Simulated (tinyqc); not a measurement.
# Hexagonal on-chip spiral inductor, lumped pi model: effects of single changes

Outer diameter do = di + 2 n wd + 2 (n - 1) sp, mean da = (do + di)/2, fill p = (do - di)/(do + di), length l = 3.464 n da. L = 2.33 mu0 n^2 da/(1 + 3.82 p), mu0 = 4 pi 1e-7 H/m. Rs = rho l/(wd delta (1 - exp(-th/delta))), delta = sqrt(rho/(pi f mu0)). Cs = n wd^2 eps0 eo/hu across the coil. At each end Cox = l wd eps0 eo/(2 ho) leads to the substrate branch Rsi = 2 rs he/(l wd) in parallel with Csi = l wd eps0 11.7/(2 he). With one end grounded Y = 1/(Rs + i w L) + i w Cs + 1/[1/(i w Cox) + 1/(1/Rsi + i w Csi)], w = 2 pi f; Q = -Im Y/Re Y. Eddy currents in neighbouring turns and in the substrate are left out.

Inputs (values chosen for the exercise); values of the order met in silicon radio-frequency processes:
- n = 3.5 (number of turns)
- wd = 10 um (line width)
- sp = 2 um (space between turns)
- di = 140 um (inner diameter)
- th = 4 um (metal thickness)
- rho = 1.9 uohm cm (metal resistivity)
- ho = 8.6 um (oxide below the coil)
- hu = 1.2 um (oxide between coil and underpass)
- eo = 4.1 (relative permittivity of the oxide)
- rs = 10 ohm cm (substrate resistivity)
- he = 80 um (effective spreading depth in the substrate)
- f = 4.3 GHz (frequency)

Constants: eps0 = 8.8541878128e-12 F/m. Results are converted to the units shown.

Each table varies one quantity; the others keep the values above.

## Quality factor against frequency

Apparent inductance Im(1/Y)/w; share of the loss Re(substrate branch)/Re Y.

Quality factor against frequency:

| f (GHz) | Rs (ohm) | w L/Rs | Q | apparent inductance (nH) | loss in the substrate (%) |
|---|---|---|---|---|---|
| 0.3 | 1.639 | 4.016 | 4.012 | 3.494 | 0.01541 |
| 0.49 | 1.835 | 5.858 | 5.842 | 3.498 | 0.09374 |
| 0.79 | 2.094 | 8.277 | 8.194 | 3.508 | 0.5295 |
| 1.3 | 2.463 | 11.58 | 11.10 | 3.533 | 2.966 |
| 2.1 | 2.949 | 15.62 | 13.23 | 3.591 | 12.75 |
| 3.5 | 3.657 | 21.00 | 12.05 | 3.725 | 38.50 |
| 5.7 | 4.571 | 27.36 | 7.954 | 4.008 | 66.15 |
| 9.3 | 5.786 | 35.26 | 4.053 | 4.777 | 83.33 |
| 15 | 7.326 | 44.92 | 1.019 | 6.447 | 91.78 |

What does the table show?

Q goes from 4.01 through a maximum of 13.2 (at f = 2.1 GHz among the rows listed) to 1.02; the exact peak is 13.4 at 2.39 GHz and Q reaches zero at the self-resonance, 17.8 GHz. The share of the substrate rises from 0.0154 to 91.8 %, and the apparent inductance ends at 1.85 times L. At the peak the substrate takes 17.7 % of the loss. For f = 15 the coil is longer than 0.15 of a wavelength in the oxide, where one lumped section is rough.

## Effect of the number of turns

Same model as above.

Peak Q and its frequency from a search over f; self-resonance where Im Y = 0; Q at the given f (negative beyond resonance).

Results:

| n | L (nH) | do (um) | peak Q | f of the peak (GHz) | self-resonance (GHz) | Q at f |
|---|---|---|---|---|---|---|
| 1.5 | 0.7384 | 172.0 | 16.28 | 12.00 | 63.16 | 12.70 |
| 2.5 | 1.878 | 196.0 | 14.11 | 4.031 | 29.87 | 14.09 |
| 3.5 | 3.492 | 220.0 | 13.37 | 2.385 | 17.84 | 10.46 |
| 5.5 | 8.219 | 268.0 | 12.45 | 1.345 | 8.172 | 2.887 |
| 6.5 | 11.40 | 292.0 | 12.04 | 1.100 | 5.820 | 1.041 |
| 8.5 | 19.59 | 340.0 | 11.29 | 0.7954 | 3.226 | -0.6557 |

Estimate the missing row, n = 4.5.

Computed row:

| n | L (nH) | do (um) | peak Q | f of the peak (GHz) | self-resonance (GHz) | Q at f |
|---|---|---|---|---|---|---|
| 4.5 | 5.595 | 244.0 | 12.88 | 1.719 | 11.78 | 5.998 |

With this row back in the table: As n goes from 1.5 to 8.5, L rises from 0.738 to 19.6 nH, the peak Q falls from 16.3 to 11.3, its frequency falls from 12.0 to 0.795 GHz and the self-resonance falls from 63.2 to 3.23 GHz.

Numbers from tinyqc (`OMP_NUM_THREADS=1 python tinyqc.py 2302062 2302063 out.jsonl`; about 0.01 s on one thread of a shared Intel Xeon 2.30GHz).
